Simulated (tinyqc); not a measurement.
Length of a molecular wire: coherent transport through a tight-binding bridge. Computed by the program tinyqc. T = Gamma_L Gamma_R |G_1n|^2 with the self-energies of semi-infinite chains.

A uniform bridge between two chains:
```
parameter,value
site energy (eV),4.540000
hopping in the bridge (eV),1.350000
lead hopping (eV),1.830000
couplings (eV),"1.17, 0.41"
E (eV),0.360000
```

Transmission against length:
```
sites,T,ln T
2,1.8649e-03,-6.2845
3,2.4898e-04,-8.2981
4,3.3385e-05,-10.3074
5,4.4790e-06,-12.3161
6,6.0098e-07,-14.3247
7,8.0637e-08,-16.3333
8,1.0820e-08,-18.3419
9,1.4517e-09,-20.3505
10,1.9479e-10,-22.3591
```

What does the comparison show, and why?

E lies outside the band of the bridge (|E - e|/2h = 1.548 > 1), so T decays as exp(-beta n) with beta = 2 arccosh(1.548) = 2.0086 a site; the last two rows give 2.0086.
